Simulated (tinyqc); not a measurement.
Plane-averaged potentials: correction of a charged-defect supercell by a model charge and potential alignment (plane-averaged potentials). Computed by tinyqc, a small Python program. Command: `OMP_NUM_THREADS=1 python tinyqc.py 3113425 3113426 out.jsonl align walk`. One thread of a shared host (Intel(R) Xeon(R) Processor @ 2.30GHz), about 0.01 s of CPU time with the checks.

The "true" defect charge is (1 - x) q in a Gaussian of width sigma plus x q in one of width sigma_t, so the exact answer is known; the correction sees only a single model Gaussian of width sigma_m. A Gaussian of width s has the transform rho(G) = exp(-G^2 s^2/2), normalised to 1. A uniform background cancels q, so G = 0 is left out. Potentials are those felt by a unit positive charge. E_0 is the formation energy of the isolated defect, E_cell its value in the supercell, E_lat = E_iso - E_per of the model charge, C the true less the model potential far from the defect; the exact correction is E_0 - E_cell, and the error of a scheme is E_cell plus its correction less E_0.

Inputs (values chosen for the exercise, with screening close to that of GaAs):

| quantity | value | unit |
|---|---|---|
| defect charge q | 2 | e |
| dielectric constant eps | 12.9 | - |
| edge of the cubic cell L | 17.8 | angstrom |
| width sigma of the true defect charge | 1.5 | angstrom |
| width sigma_m of the model charge | 1.2 | angstrom |
| share x of the charge in a wide tail | 0 | - |
| width sigma_t of the tail | 2.9 | angstrom |

Constants: e^2/(4 pi eps_0) = 14.39964548 eV angstrom.

Method. Plane-averaged potential at distance z from the defect: V(z) = (4 pi q/(eps L^3)) (e^2/(4 pi eps_0 e)) sum_(m != 0) rho(G_m) cos(G_m z)/G_m^2, G_m = 2 pi m/L, |m| <= 40.

Potentials (V):

| z/L | z (angstrom) | true | model | difference |
|---|---|---|---|---|
| 0.00 | 0.00 | 0.083951 | 0.092534 | -0.0085826 |
| 0.05 | 0.89 | 0.076859 | 0.083352 | -0.0064930 |
| 0.10 | 1.78 | 0.058356 | 0.060764 | -0.0024086 |
| 0.15 | 2.67 | 0.034468 | 0.033963 | 0.0005045 |
| 0.20 | 3.56 | 0.010458 | 0.008790 | 0.0016689 |
| 0.25 | 4.45 | -0.010878 | -0.012839 | 0.0019602 |
| 0.30 | 5.34 | -0.028559 | -0.030567 | 0.0020086 |
| 0.35 | 6.23 | -0.042344 | -0.044358 | 0.0020142 |
| 0.40 | 7.12 | -0.052194 | -0.054209 | 0.0020146 |
| 0.45 | 8.01 | -0.058104 | -0.060119 | 0.0020146 |
| 0.50 | 8.90 | -0.060074 | -0.062089 | 0.0020146 |

What follows from these numbers?

The difference moves by 0.00 mV between z/L = 0.4 and 0.5: a plateau.
